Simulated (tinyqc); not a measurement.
Straight dislocations in isotropic elasticity: fields, energies, partials, Peierls stress and walls: one step, computed by the program tinyqc.

The line runs along z, the glide plane is y = 0, and beta is the angle between b and the line (0 screw, 90 degrees edge): b_e = b sin(beta) along +x with the extra half plane at y > 0, b_s = b cos(beta). Stress is positive in tension.

Problem. Line energy and line tension. Energy factor K = G [cos^2(beta) + sin^2(beta)/(1 - nu)]. E = K b^2/(4 pi) ln(R/r0) with R = 1/(2 sqrt(rho)); tension T = E + d^2E/d(beta)^2 = G b^2 [1 + nu - 3 nu sin^2(beta)]/(4 pi (1 - nu)) ln(R/r0). The core energy is taken into r0.

Inputs (values chosen for the exercise, modelled on nickel):
```
quantity                   value      unit
shear modulus G             79.9       GPa
Poisson ratio nu           0.311         -
Burgers vector b           2.492  angstrom
dislocation density rho  1.4e+12     1/m^2
core radius r0/b               1         -
```

Character: edge.

Constants: 1 eV/angstrom^3 = 160.2176634 GPa.

Give: energy factor K; ln(R/r0); line energy E; line tension T; stored energy rho E.

Solution.

energy factor K = 116.0 GPa

ln(R/r0) = 7.436

line energy E = 26.60 eV/nm

line tension T = 10.05 eV/nm

stored energy rho E = 5.966 kJ/m^3

T/E = 0.38: bowing turns parts of the line towards the cheaper screw character, so it is soft.
